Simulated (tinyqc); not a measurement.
Polarisation charge from two barrier thicknesses.

Problem. VT = phiB - dEc - q sigma d/(eps0 eps_r). Find sigma, phiB - dEc and the thickness at which VT = 0.

Parameters, values chosen for the exercise: relative permittivity of barrier and channel eps_r = 9.3.

Constants: q = 1.602176634e-19 C, eps0 = 8.8541878128e-14 F/cm where lengths are in cm. Results are converted to the units shown.

VT for d = 15 and 25 nm (V): [-4.1678812, -7.4829087]

Solution. VT is linear in d.

sigma = 1.704e13 cm^-2
phiB - dEc = 0.8047 V
thickness for VT = 0 = 2.427 nm

tinyqc, about 0.01 s, one thread, Intel Xeon 2.30GHz (shared host): `OMP_NUM_THREADS=1 python tinyqc.py 2570116 2570117 out.jsonl`
